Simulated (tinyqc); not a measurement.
One anharmonic mode: perturbation theory, self-consistent phonons and exact levels. Which input was changed? Computed by tinyqc, a small Python program. Command: `OMP_NUM_THREADS=1 python tinyqc.py 3003482 3003483 out.jsonl scp which`. One thread of a shared host (Intel(R) Xeon(R) Processor @ 2.30GHz), about 0.2 s of CPU time with the checks.

V(x) = k x^2/2 + b x^4 for one coordinate x of mass M. A constant K > 0 gives hbar Omega = sqrt((hbar^2/u) K/M) with K in eV/angstrom^2 and M in u.

Inputs (values chosen for the exercise, for a model mode):
```
quantity             value           unit
mode mass M            117              u
harmonic constant k    4.8  eV/angstrom^2
quartic constant b    51.1  eV/angstrom^4
temperature T           27              K
mixing                 0.5              -
```

Shape: single well.

Constants: hbar^2/u = 4.18015928e-03 eV angstrom^2; k_B = 8.617333262e-05 eV/K.

Method:
- Self-consistent phonon, centred at x = 0: K = k + 12 b <x^2>, <x^2> = (hbar Omega/(2K)) coth(hbar Omega/(2 k_B T)).
- Start at K = |k|; K(new) = K + mixing x (K_out - K), but at least K/20; stop when |K_out - K| < 1e-9 |k| or after 90 steps.
- Its free energy is F = k_B T ln[2 sinh(hbar Omega/(2 k_B T))] + (k - K)<x^2>/2 + 3 b <x^2>^2, an upper bound to the exact one.
- Basis: oscillator states n of the constant |k|, with x = s (a + a+), s^2 = hbar Omega/(2|k|); H = hbar Omega (n + 1/2) + (k - |k|) x^2/2 + b x^4, with exact matrix elements of x^2 and x^4.
- Exact values use 120 basis states: F = -k_B T ln sum exp(-E_n/(k_B T)), and <x^2> is the Boltzmann mean.

Question. One of these inputs alone was changed, within the range given: mode mass M (58.5 to 234); harmonic constant k (2.4 to 9.6); quartic constant b (25.55 to 102.2); temperature T (13.5 to 54). Which one, and to what value?

Results:
```
run     self-consistent quantum (meV)  exact <x^2> (angstrom^2)  self-consistent <x^2> (angstrom^2)
before                       14.11885               0.001273333                         0.001271126
after                        14.95623               0.001337699                         0.001335226
```

Answer.

Each candidate set to reproduce self-consistent quantum, and what it then gives:
```
candidate                            range searched  value needed  exact <x^2> (angstrom^2)  self-consistent <x^2> (angstrom^2)
mode mass M (u)                         58.5 to 234         105.0                 0.0013377                           0.0013352
harmonic constant k (eV/angstrom^2)      2.4 to 9.6         5.526                 0.0011998                           0.0011983
quartic constant b (eV/angstrom^4)   25.55 to 102.2         101.6                 0.0012034                           0.0011983
temperature T (K)                        13.5 to 54  out of reach                         -                                   -
```

Only mode mass M fits every result: it went from 117 to 105 u. The next best candidate, quartic constant b, misses one result by 10 %.
